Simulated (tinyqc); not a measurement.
Inside a calculation. Method: empirical pseudopotential in a few plane waves. One step of it, computed by the program tinyqc.

Question. Levels at G. Diagonalise the Hermitian matrix.

H(k) at G (eV), lower triangle (Hermitian):
```
,+0+0+0,-1-1-1,-1-1+1,-1+1-1,-1+1+1,+1-1-1,+1-1+1,+1+1-1,+1+1+1,-2+0+0,+0-2+0,+0+0-2,+0+0+2,+0+2+0,+2+0+0
+0+0+0,0.000000
-1-1-1,2.145411-1.231447i,15.025980
-1-1+1,-2.145411-1.231447i,0.000000+1.224512i,15.025980
-1+1-1,-2.145411-1.231447i,0.000000+1.224512i,0.285720,15.025980
-1+1+1,-2.145411+1.231447i,-0.285720,0.000000+1.224512i,0.000000+1.224512i,15.025980
+1-1-1,-2.145411-1.231447i,0.000000+1.224512i,0.285720,0.285720,0.000000,15.025980
+1-1+1,-2.145411+1.231447i,-0.285720,0.000000+1.224512i,0.000000,0.285720,0.000000+1.224512i,15.025980
+1+1-1,-2.145411+1.231447i,-0.285720,0.000000,0.000000+1.224512i,0.285720,0.000000+1.224512i,0.285720,15.025980
+1+1+1,2.145411+1.231447i,0.000000,-0.285720,-0.285720,0.000000+1.224512i,-0.285720,0.000000+1.224512i,0.000000+1.224512i,15.025980
-2+0+0,0.000000-1.224512i,-2.145411+1.231447i,-2.145411-1.231447i,-2.145411-1.231447i,2.145411-1.231447i,0.586861-0.144310i,-0.586861-0.144310i,-0.586861-0.144310i,-0.586861+0.144310i,20.034640
+0-2+0,0.000000-1.224512i,-2.145411+1.231447i,-2.145411-1.231447i,0.586861-0.144310i,-0.586861-0.144310i,-2.145411-1.231447i,2.145411-1.231447i,-0.586861-0.144310i,-0.586861+0.144310i,0.285720,20.034640
+0+0-2,0.000000-1.224512i,-2.145411+1.231447i,0.586861-0.144310i,-2.145411-1.231447i,-0.586861-0.144310i,-2.145411-1.231447i,-0.586861-0.144310i,2.145411-1.231447i,-0.586861+0.144310i,0.285720,0.285720,20.034640
+0+0+2,0.000000+1.224512i,-0.586861-0.144310i,2.145411+1.231447i,-0.586861+0.144310i,-2.145411+1.231447i,-0.586861+0.144310i,-2.145411+1.231447i,0.586861+0.144310i,-2.145411-1.231447i,-0.285720,-0.285720,0.000000,20.034640
+0+2+0,0.000000+1.224512i,-0.586861-0.144310i,-0.586861+0.144310i,2.145411+1.231447i,-2.145411+1.231447i,-0.586861+0.144310i,0.586861+0.144310i,-2.145411+1.231447i,-2.145411-1.231447i,-0.285720,0.000000,-0.285720,0.285720,20.034640
+2+0+0,0.000000+1.224512i,-0.586861-0.144310i,-0.586861+0.144310i,-0.586861+0.144310i,0.586861+0.144310i,2.145411+1.231447i,-2.145411+1.231447i,-2.145411+1.231447i,-2.145411-1.231447i,0.000000,-0.285720,-0.285720,0.285720,0.285720,20.034640
```

Give: eigenvalues.

Answer.

eigenvalues (eV): -4.4217  10.2252  10.2252  10.2252  12.3616  15.6633  15.6633  15.6633  19.4632  19.4632  19.7990  23.6267  23.6267  23.6267  25.2049
